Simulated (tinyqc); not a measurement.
Power iteration on a symmetric matrix, step by step. Computed by tinyqc, a small Python program that keeps every step. Settings: method = power, shift = 1.1. Command: `OMP_NUM_THREADS=1 python tinyqc.py 20573 20574 out.jsonl` (the two numbers bound the seeds that draw the settings). One thread of a shared host (Intel(R) Xeon(R) Processor @ 2.60GHz), about 0.01 s of CPU time with the checks.

## Step 1

A:
```
[[0.08000, 0.07900, -0.13200, -0.04900, 0.17300],
 [0.07900, 0.91000, 0.69000, -0.42300, -0.72600],
 [-0.13200, 0.69000, 0.92800, 1.05000, -0.86200],
 [-0.04900, -0.42300, 1.05000, 0.98800, 0.05700],
 [0.17300, -0.72600, -0.86200, 0.05700, 0.99500]]
```

vector v at the start: [0.44721, 0.44721, 0.44721, 0.44721, 0.44721]

shift = 1.10000

w = (A - shift) v; v' = w/|w| with its largest component positive (the first on a tie); lambda = v'^T A v'.

vector after step 1: [0.47636, 0.28612, -0.28812, -0.26252, 0.73436]

Rayleigh quotient after step 1 = 1.11177

## Step 2

As before.

vector after step 2: [0.26550, 0.59329, 0.67418, 0.34951, -0.02883]

Rayleigh quotient after step 2 = 1.76375

## Course of the iteration

Stop when the residual |A v - lambda v| is below 1e-9.

Steps:
```
step      lambda  residual
1      1.1117693  1.07e+00
2      1.7637456  1.10e+00
3      2.2505025  8.22e-01
4      2.4566259  5.56e-01
5      2.5188317  4.33e-01
6      2.5292216  4.19e-01
7      2.5213217  4.53e-01
8      2.5049602  5.07e-01
9      2.4822676  5.70e-01
10     2.4529061  6.41e-01
11     2.4156304  7.20e-01
12     2.3687466  8.06e-01
13     2.3102709  8.98e-01
14     2.2380399  9.95e-01
15     2.1498610  1.10e+00
16     2.0437400  1.20e+00
17     1.9181987  1.30e+00
18     1.7726617  1.39e+00
19     1.6078543  1.47e+00
20     1.4261079  1.53e+00
21     1.2314485  1.57e+00
22     1.0293709  1.59e+00
23     0.8262825  1.58e+00
24     0.6287187  1.55e+00
25     0.4425256  1.49e+00
26     0.2722180  1.41e+00
27     0.1206484  1.33e+00
28    -0.0109923  1.23e+00
29    -0.1229225  1.13e+00
30    -0.2163880  1.03e+00
```

all eigenvalues, for comparison: [-0.59156, -0.03395, 0.29554, 1.64290, 2.58807]

Not converged in 30 steps: the residual falls only by the ratio of the two largest distances of eigenvalues from the shift, 0.88 a step.
